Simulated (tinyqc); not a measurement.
Worked calculation: Ewald sum of point charges, fluorite lattice. Computed by tinyqc, a small Python program that keeps every step. Command: `OMP_NUM_THREADS=1 python tinyqc.py 20235 20236 out.jsonl` (the two numbers bound the seeds that draw the settings). One thread of a shared host (Intel(R) Xeon(R) Processor @ 2.60GHz), about 0.06 s of CPU time with the checks.

## Ewald sum with eta = 0.545 1/bohr

cell vectors (rows) (bohr):
```
,1,2,3
1,0.000000,3.470000,3.470000
2,3.470000,0.000000,3.470000
3,3.470000,3.470000,0.000000
```

Charges:
```
q,f1,f2,f3
2.000000,0.000000,0.000000,0.000000
-1.000000,0.250000,0.250000,0.250000
-1.000000,0.750000,0.750000,0.750000
```

Real space: 1/2 sum q_i q_j erfc(eta r)/r over all images with r > 0; reciprocal space: (2 pi/V) sum_(G != 0) exp(-G^2/4 eta^2)/G^2 |S(G)|^2 with S(G) = sum q exp(i G.r); self term -eta/sqrt(pi) sum q^2; background -pi Q^2/(2 V eta^2), Q the total charge.

Real-space shells (first ones):
```
r (bohr),pairs,sum (hartree)
3.005108,16,-0.109406
3.470000,12,0.012941
4.907321,36,0.001140
5.754344,48,-0.000077
6.010216,16,4.81e-06
6.940000,18,2.29e-07
7.562690,48,-3.54e-08
7.759156,48,6.89e-09
8.499729,72,4.84e-10
9.015324,64,-2.62e-11
9.814642,36,0
10.264398,96,0
```

Reciprocal shells (first ones that count):
```
G^2 (1/bohr^2),vectors,sum (hartree)
2.459020,8,0.123506
3.278693,6,0.139395
9.016406,24,0.000405
9.836080,8,0.000248
15.573793,24,9.40e-07
16.393466,24,1.79e-06
22.131179,32,3.54e-09
```

## The total does not depend on eta

The same sums for other eta.

Totals (hartree per cell):
```
eta,real,reciprocal,self,background,total
0.545000,-0.095397,0.263557,-1.844900,0.000000,-1.67673995
0.752000,-0.007033,0.875917,-2.545623,0.000000,-1.67673995
0.989000,-0.000138,1.671299,-3.347901,0.000000,-1.67673995
```

shortest distance = 3.005108 bohr

Madelung constant -E d / (formula units |q+ q-|) = 2.519392
